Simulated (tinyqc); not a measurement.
FinFET, parasitic resistance, capacitance and delay: one step of the calculation.

Nf fins under one contact; each has gated perimeter p = 2 Hf + Wf and cross-section A = Hf Wf; contact width Wc = Nf pf, stack height Hs = Hf. Contact length Lc = CPP - Lg - 2 Lsp, shared by two neighbouring gates. Source and drain sides are equal. The formulas are first-order estimates, not field solutions.

Problem. Fin currents at Vgs = Vdd, Vds = Vdd/2. One fin: I = p Q vx u/(1 + |u|^1.8)^(1/1.8), Q = Cinv n Vt ln(1 + exp((Vg' - VT + dl Vd')/(n Vt))), u = Vd' mu/(vx Lg), Vg' = Vgs - v, Vd' = Vds - 2 v, with the drop on each side v = Rc (sum of I) + Rx I. I(new) = I(out).

Parameters, values chosen for the exercise; values close to those of silicon logic devices: temperature T = 300 K; fin height Hf = 46 nm; fin width Wf = 7 nm; gate length Lg = 14 nm; inversion capacitance Cinv = 2.4 uF/cm^2; injection velocity vx = 8.2e6 cm/s; apparent mobility mu = 140 cm^2/(V s); threshold at zero drain voltage VT = 0.19 V; barrier lowering dl = 0.021 V/V; subthreshold factor n = 1.1; supply voltage Vdd = 0.65 V.

Constants: q = 1.602176634e-19 C, kB = 1.380649e-23 J/K, Vt = kB T/q. Results are converted to the units shown.

I at the start (uA): fin 1 0, fin 2 0, fin 3 0
Rc = 72.219269 ohm
Rx = 295.03106 ohm

Wanted: drop v; I(out); I after iteration 1.

Solution.

drop v (mV): fin 1 0, fin 2 0, fin 3 0
I(out) (uA): fin 1 86.974, fin 2 86.974, fin 3 86.974
I after iteration 1 (uA): fin 1 86.974, fin 2 86.974, fin 3 86.974

Program tinyqc, `OMP_NUM_THREADS=1 python tinyqc.py 2170051 2170052 out.jsonl`; Intel Xeon 2.30GHz, shared host, one thread, about 0.03 s.
